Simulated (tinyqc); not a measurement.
Chemically amplified photoresist: aerial image, acid generation, bake, development and line width. Changing the acid diffusivity D. Computed by tinyqc, a small Python program. Command: `OMP_NUM_THREADS=1 python tinyqc.py 3009326 3009327 out.jsonl resist sweep`. One thread of a shared host (Intel(R) Xeon(R) Processor @ 2.30GHz), about 0.03 s of CPU time with the checks.

Lines and spaces of pitch p with a two-beam-like image; x = 0 is the middle of the bright space. The resist is positive and treated as uniform in depth.

Inputs (values chosen for the exercise, for a model resist at 193 nm):

| quantity | value | unit |
|---|---|---|
| pitch p | 160 | nm |
| image contrast c | 0.69 | - |
| mean dose E | 12 | mJ/cm^2 |
| Dill parameter C | 0.018 | cm^2/mJ |
| quencher load q, relative to the acid generator | 0.056 | - |
| bake time t | 60 | s |
| amplification rate k_amp | 0.069 | 1/s |
| threshold protection m_th | 0.54 | - |
| development selectivity n | 12 | - |
| largest rate r_max | 110 | nm/s |
| smallest rate r_min | 0.035 | nm/s |
| resist thickness d | 210 | nm |
| development time t_d | 30 | s |
| photon energy | 6.42 | eV |
| absorption coefficient alpha | 0.62 | 1/um |

Method:
- Dose E(x) = E [1 + c cos(2 pi x/p)]; acid h = 1 - exp(-C E(x)).
- Bake: the acid image is blurred by a Gaussian of variance sigma^2 = 2 D t (each Fourier term k of h, taken on 64 points, is multiplied by exp(-4 pi^2 k^2 D t/p^2)).
- Cosine coefficients: h(x) = sum_k h_k cos(2 pi k x/p).
- The quencher then removes q, h_eff = max(h_blurred - q, 0); protection m = exp(-k_amp t h_eff).
- Mack rate r = r_max (a + 1)(1 - m)^n/(a + (1 - m)^n) + r_min, a = ((n + 1)/(n - 1))(1 - m_th)^n.
- Edge: vertical development clears the film where r t_d >= d; the space width is twice the x where r = d/t_d.
- Dose sensitivity = d ln(width)/d ln E from widths at 1.005 E and E/1.005; image log-slope at the edge = |d ln E/dx|, normalised by the width (NILS); latitude for 10 % of width = 10 %/sensitivity.
- The edge lies at x = width/2.
- Absorbed photons per volume N = E(edge) alpha/(photon energy), 1 mJ/cm^2 = 62.41509 eV/nm^2, alpha in 1/nm; a Gaussian blur averages over a volume V = (2 sqrt(pi) sigma)^3; relative noise 1/sqrt(N V); edge noise sigma_x = (dh/d ln E) noise/|dh/dx|, with both derivatives of the blurred acid at the edge.

One run for each value:

| acid diffusivity D (nm^2/s) | dose latitude (%) | edge noise from photons (nm) | space width (nm) | blur factor of the first harmonic |
|---|---|---|---|---|
| 0.055 | 13.999 | 4.7461 | 90.806 | 0.99492 |
| 0.100 | 13.945 | 3.0437 | 90.821 | 0.99079 |
| 0.180 | 13.850 | 1.9732 | 90.850 | 0.98348 |
| 0.330 | 13.673 | 1.2700 | 90.908 | 0.96993 |
| 0.600 | 13.359 | 0.8319 | 91.023 | 0.94600 |
| 1.100 | 12.795 | 0.5540 | 91.277 | 0.90323 |
| 2.000 | 11.834 | 0.3867 | 91.857 | 0.83106 |
| 3.600 | 10.298 | 0.2935 | 93.247 | 0.71670 |
| 6.600 | 7.926 | 0.2597 | 97.040 | 0.54298 |

Over the rows, dose latitude (%) falls from 14.0 to 7.93 (exponent d ln y / d ln x -0.0064 between the first rows and -0.43 between the last); edge noise from photons (nm) falls from 4.75 to 0.260 (exponent d ln y / d ln x -0.74 between the first rows and -0.20 between the last); space width (nm) rises from 90.8 to 97.0 (exponent d ln y / d ln x 2.9e-4 between the first rows and 0.066 between the last). Blur pulls the acid image towards its mean: it flattens the acid slope, averages over more photons, and moves the edge unless the clearing threshold lies at that mean.

Caution (all rows): lateral development, standing waves and the joint diffusion of acid and quencher are left out, so widths are indicative. Caution (all rows): the noise counts photons alone (acid and quencher statistics add to it) and takes the film as thicker than the blur; a thinner film averages in two dimensions only.
